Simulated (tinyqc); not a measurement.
From results back to parameters: electrons shared among three sets of ellipsoidal valleys. Two cases, with inputs chosen for the exercise.

Problem. With Boltzmann statistics n(L)/n(X) = R exp(-dE/kB T), where R = N_2/N_1 does not depend on T. Two ratios were computed from hidden R and dE.

Constants: kB = 8.617333262e-05 eV/K.

Case 1.

Values chosen (out of a larger set: masses and offsets near those of AlAs; mobilities are free inputs, held fixed; not measured data): Ta = 300 K; Tb = 600 K.

ratio at Ta = 0.000902542
ratio at Tb = 0.0323146

Case 2.

Values chosen (out of a larger set: masses and offsets near those of GaP; mobilities are free inputs, held fixed; not measured data): Ta = 300 K; Tb = 600 K.

ratio at Ta = 9.46787e-08
ratio at Tb = 0.000234263

Find: dE; R.

Solution. dE = kB ln(ratio_b/ratio_a)/(1/Ta - 1/Tb); then R = ratio_a exp(dE/kB Ta).

Case 1.

dE = 0.185 eV
R = 1.16

Case 2.

dE = 0.404 eV
R = 0.580

Computed by tinyqc, one run a case: `OMP_NUM_THREADS=1 python tinyqc.py N N+1 out.jsonl` with N = 1651490, 1651501; one thread of a shared Intel(R) Xeon(R) Processor @ 2.30GHz, about 0.01 s a run at most.
